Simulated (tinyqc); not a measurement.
Interstitial-substitutional diffusion of a fast metal impurity in a wafer (kick-out and dissociative mechanisms): one step, computed by the program tinyqc.

The metal moves as an interstitial A_i and dissolves on lattice sites either by kicking out a self-interstitial (A_i = A_s + I) or by filling a vacancy (A_i + V = A_s). With A_i at its solubility, local equilibrium and c = C_s/C_s*, self-interstitials and vacancies obey C_I/C_I* = 1/c and C_V/C_V* = c.

Task: Diffusivity against concentration. In defect-free silicon dc/dt = d/dx [(D_K/c^2 + D_F) dc/dx], c = 1 at both faces. D_K = D_I C_I*/C_s* and D_F = D_V C_V*/C_s*. The two terms are equal at c* = sqrt(D_K/D_F). Take c = 1, 0.5, 0.2, 0.1, 0.03 and 0.01.

Inputs (values chosen for the exercise, loosely like those of gold in silicon): temperature T = 1050 C.

D_K = 2.437914e-09 cm^2/s

D_F = 5.946542e-10 cm^2/s

Give: c*; Effective diffusivity (cm^2/s).

Result:

c* = 2.025

Effective diffusivity (cm^2/s):
```
c     kick-out term      total
1.00      2.438e-09  3.033e-09
0.50      9.752e-09  1.035e-08
0.20      6.095e-08  6.154e-08
0.10      2.438e-07  2.444e-07
0.03      2.709e-06  2.709e-06
0.01      2.438e-05  2.438e-05
```
